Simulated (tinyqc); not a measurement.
Effective mass of the split-off band from tabulated energies, step by step. Values are carried at full precision from step to step, so a last printed digit may differ when a step is redone from the rounded ones.

c = hbar^2/2m0. A uniform scatter of up to 0.1 meV has been added to mimic numerical noise.
Constants: hbar^2/2m0 = 3.80998211 eV angstrom^2.

## Finite differences

Energies along [111], from the band edge downward:
```
k (1/angstrom)  E (meV)
0.00000          0.0000
0.00400          0.6174
0.00800          2.3011
0.01200          5.1894
0.01600          9.2190
0.02000         14.6274
0.02400         21.2306
0.02800         28.9413
0.03200         38.0519
```

reference mass (curvature of the model at k = 0.0001 1/angstrom) = 0.10552 m0

The band is even in k. m = c k^2/E(k) from the points 1, 2, 4 (k = 0 is point 0); Richardson from points 1 and 2: c/m = [16 E(k1) - E(k2)]/(12 k1^2).

m from points 1, 2, 4 (m0): 0.09874  0.10597  0.10580

m by Richardson = 0.09654 m0

Errors against the reference: -6.43, +0.43 and +0.27 % and -8.51 %. The extrapolation does not help: a scatter of 0.1 meV is 16 % of the first energy, and the formula weights that point by 4/3.

## Least squares over all points

Fit E = a k^2 (a = sum k^2 E/sum k^4), then E = a k^2 + b k^4 from the normal equations; E in eV; m = c/a.

sums of k^4, k^6, k^8: 2.2456e-06  1.8308e-09  1.6177e-12

sums of k^2 E, k^4 E: 8.2999e-05  6.7795e-08

a, one term = 36.960 eV angstrom^2

a and b, two terms: 36.12  1031

m, one and two terms (m0): 0.10308  0.10548

The parabola over all points errs by -2.3 % because the weights k^4 favour the outer points; the second term brings the error to 0.0 %.

## The non-parabolic form

E (1 + alpha E) = c k^2/m means that y = c k^2/E is a straight line in E with intercept m and slope m alpha. Fit the line by unweighted least squares over points 1 to 8, E in eV.

y (m0): 0.09874  0.10597  0.10572  0.10580  0.10419  0.10337  0.10321  0.10253

m = 0.10399 m0
alpha = -0.194 1/eV

The intercept errs by -1.45 %. The scatter of the first points, divided by small energies, tilts an unweighted line. For this band the scale of alpha is set by Dso = 0.796 eV as well as by the gap.

## Checks

- Two-term fit by normal equations against a least-squares routine: both 36.1199.

Computed by tinyqc, a small Python program: `OMP_NUM_THREADS=1 python tinyqc.py 1851225 1851226 out.jsonl` (the numbers bound the seed that draws the inputs); one thread of a shared host (Intel(R) Xeon(R) Processor @ 2.30GHz), about 0.01 s for the whole set of steps.
